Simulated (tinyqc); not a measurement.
On-chip power grid, static voltage drop by conjugate gradients: one step of the calculation.

A grid of 4 rows and 3 columns, node k = 3 row + column. Neighbours in a row are joined by Rx, in a column by Ry; pad nodes, which reach the supply through Rp: 0. Each node draws I0, node 7 draws kh I0. The drops u = Vdd - V solve G u = i, with G the conductance matrix (1/Rp added on the diagonal at pad nodes).

Task. Worst drop, pad currents and power lost. Pad current u/Rp; worst drop as a share of Vdd; power lost in the grid and pads sum_k i_k u_k; power delivered sum_k i_k (Vdd - u_k).

Values chosen for this exercise: supply voltage Vdd = 0.75 V; resistance from a pad node to the supply Rp = 0.2 ohm; load current of an ordinary node I0 = 11 mA; factor on the load at the hot node kh = 8.

converged u (mV):
```
           col 0      col 1      col 2
row 0   41.80000  111.53724  141.56116
row 1  166.44979  183.01012  191.83848
row 2  239.47386  255.99669  246.02785
row 3  260.95422  263.73381  263.01037
```

Wanted: worst drop; share of Vdd; pad currents; power lost; power delivered.

Result.

worst drop = 263.7 mV
share of Vdd = 35.16 %
pad currents (mA): node 0 209.0
power lost = 45.73 mW
power delivered = 111.0 mW

The pad currents add up to the total load, 209.0 mA. The worst drop is at node 10, not at the hot node.

Computed by the program tinyqc: `OMP_NUM_THREADS=1 python tinyqc.py 2770221 2770222 out.jsonl`, one thread of a shared Intel Xeon 2.30GHz, about 0.3 s for the whole run.
